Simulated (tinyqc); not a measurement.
# Voltage drop against the pad pitch

A grid of 25 by 25 nodes with segments Rx (rows) and Ry (columns); every node draws I1 and the central node kh I1; pads with resistance Rp sit at the nodes whose row and column are multiples of the pitch, counting from 0. The drops u = Vdd - V follow from G u = i, with G the conductance matrix and i the load currents, solved directly.

Parameters, values chosen for the exercise:
```
symbol  value  unit                                   meaning
Vdd      0.75     V                            supply voltage
Rx       0.52   ohm        resistance of a horizontal segment
Ry       0.36   ohm          resistance of a vertical segment
Rp      0.068   ohm  resistance from a pad node to the supply
kh          3              factor on the load at the hot node
I1        0.1    mA  load current of a node in the large grid
```

Voltage drop against the pad pitch:
```
pitch (nodes)	pads	worst drop (mV)	mean drop (mV)	largest drop at a pad (mV)	largest pad current (mA)	worst drop over Vdd (%)
1	625	0.01545	0.006822	0.01545	0.2272	0.002060
2	169	0.07348	0.05149	0.03697	0.5437	0.009797
3	81	0.1736	0.1355	0.07133	1.049	0.02315
4	49	0.3400	0.2620	0.1183	1.740	0.04533
6	25	0.8125	0.6427	0.2440	3.588	0.1083
8	16	1.542	1.192	0.3828	5.629	0.2056
12	9	3.175	2.747	0.7956	11.70	0.4234
24	4	12.38	10.78	1.066	15.68	1.651
```

Read the table: what changes, and by how much?

The worst drop goes from 0.0155 to 12.4 mV while the number of pads falls from 625 to 4; between the last two rows it goes as pitch^(1.96). The largest drop at a pad is 100 % of the worst drop in the first row and 8.61 % in the last; the rest falls along the wires.

Program tinyqc, `OMP_NUM_THREADS=1 python tinyqc.py 2770121 2770122 out.jsonl`; Intel Xeon 2.30GHz, shared host, one thread, about 0.3 s.
